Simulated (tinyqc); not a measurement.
FCI on RHF in the cc-pvdz basis, for He, spin multiplicity 1, step by step. One step of it, computed by the program tinyqc.

Problem. Orthogonalisation. S = U s U^T; symmetric (Loewdin) form X = U s^(-1/2) U^T, so that X^T S X = 1.

overlap S, lower triangle:
```
           1He 1s    1He 2s   1He 2px   1He 2py   1He 2pz
1He 1s   1.000000
1He 2s   0.634168  1.000000
1He 2px  0.000000  0.000000  1.000000
1He 2py  0.000000  0.000000  0.000000  1.000000
1He 2pz  0.000000  0.000000  0.000000  0.000000  1.000000
```

Give: eigenvalues of S; X.

Solution.

eigenvalues of S: 0.3658  1.0000  1.0000  1.0000  1.6342

X, lower triangle:
```
          1He 1s  1He 2s  1He 2px  1He 2py  1He 2pz
1He 1s    1.2178
1He 2s   -0.4355  1.2178
1He 2px   0.0000  0.0000   1.0000
1He 2py   0.0000  0.0000   0.0000   1.0000
1He 2pz   0.0000  0.0000   0.0000   0.0000   1.0000
```
